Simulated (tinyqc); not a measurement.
Coverage against grain size: equilibrium and kinetic segregation of a solute to boundaries and growing surfaces. Computed by tinyqc, a small Python program. Command: `OMP_NUM_THREADS=1 python tinyqc.py 3007790 3007791 out.jsonl segreg walk`. One thread of a shared host (Intel(R) Xeon(R) Processor @ 2.30GHz), about 0.01 s of CPU time with the checks.

Inputs (values chosen for the exercise, for a model alloy):
```
quantity                              value  unit
segregation energy Q                  0.598    eV
interaction z w (positive attracts)     0.2    eV
total solute fraction x0             0.0019     -
temperature T                          1000     K
boundary thickness delta               0.34    nm
```

Isotherm: Fowler-Guggenheim.

Constants: k_B = 8.617333262e-05 eV/K.

Method. With theta the solute fraction on boundary sites and x that in the grains, theta/(1 - theta) = [x/(1 - x)] exp[(Q + z w theta)/(k_B T)]. Finite grains: boundary sites are the fraction f = 3 delta/d, and x0 = (1 - f) x + f theta; solve both equations for theta; share at boundaries = f theta/x0.

At T:
```
d (nm)    theta  x in the grains  share at boundaries (%)
15      0.02759        0.0000258                   98.735
30      0.05448        0.0000492                   97.499
60      0.10655        0.0000902                   95.333
120     0.20540        0.0001554                   91.889
250     0.40305        0.0002566                   86.550
500     0.70883        0.0004549                   76.106
1000    0.89009        0.0009931                   47.784
5000    0.93995        0.0017086                   10.092
```

What follows from these numbers?

From the largest grains to the smallest the share at boundaries rises from 10 to 99 %, and x/x0 falls to 0.014. In the dilute limit x/x0 = 1/(1 - f + f exp(Q/(k_B T))), which gives 0.014 at 15 nm.

Extremes, crossings and ranges named in words are read from the listed rows.
